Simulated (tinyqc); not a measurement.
# All-pass ring resonator: line shape, cold and heated

A ring of length L = 2 pi Rr coupled to one bus waveguide: round-trip amplitude a = 10^(-al L/20), self-coupling t = sqrt(1 - k2). At detuning d from the resonance the round-trip phase is p = 2 pi d/FSR and the transmission T = (a^2 - 2 a t cos p + t^2)/(1 - 2 a t cos p + a^2 t^2). Lossless coupler, linear absorption only.

FSR = lam^2/(ng L). The lost power (1 - T) Pin heats the ring by Rt fa (1 - T) Pin and shifts the resonance to longer wavelength by s = (lam dT/ng) times that rise; d = dl - s. The hot columns give T for the smallest and the largest self-consistent shift.

Values chosen for this exercise; values close to those of silicon waveguides:

| symbol | value | unit | meaning |
|---|---|---|---|
| lam | 1550 | nm | cold resonance wavelength |
| Rr | 20 | um | ring radius |
| ng | 4.02 |  | group index |
| al | 3.4 | dB/cm | propagation loss |
| k2 | 0.013 |  | power coupling |
| dT | 0.00018 | 1/K | thermo-optic change of the effective index |
| Rt | 6.1 | K/mW | thermal resistance |
| fa | 0.61 |  | share of the loss that heats the ring |
| Pin | 0.021 | mW | input power |

Results:
```
dl (pm)  T, cold  roots  smallest s (pm)  T there  largest s (pm)  T there
-26       0.9018      1           0.5140   0.9052          0.5140    0.9052
-14       0.7281      1            1.294   0.7614           1.294    0.7614
-6.9      0.3998      1            2.457   0.5470           2.457    0.5470
5.2       0.2791      1            5.313  0.02023           5.313   0.02023
10        0.5792      1            3.346   0.3830           3.346    0.3830
16        0.7773      1            1.385   0.7447           1.385    0.7447
23        0.8779      1           0.6986   0.8712          0.6986    0.8712
31        0.9288      1           0.3953   0.9271          0.3953    0.9271
43        0.9617      1           0.2099   0.9613          0.2099    0.9613
```

Estimate the missing row, dl = 0 pm.

Computed row:
```
dl (pm)  T, cold  roots  smallest s (pm)  T there  largest s (pm)  T there
0        0.02007      1            4.276   0.2116           4.276    0.2116
```

With this row back in the table: The cold line has FWHM = 17.4 pm and its dip at dl = 0; heated, the deepest listed dip lies at dl = 5.2 pm, and the largest possible shift is 5.31 pm, 0.31 FWHM. No listed row is bistable.

Program tinyqc, `OMP_NUM_THREADS=1 python tinyqc.py 2650040 2650041 out.jsonl`; Intel Xeon 2.30GHz, shared host, one thread, about 0.01 s.
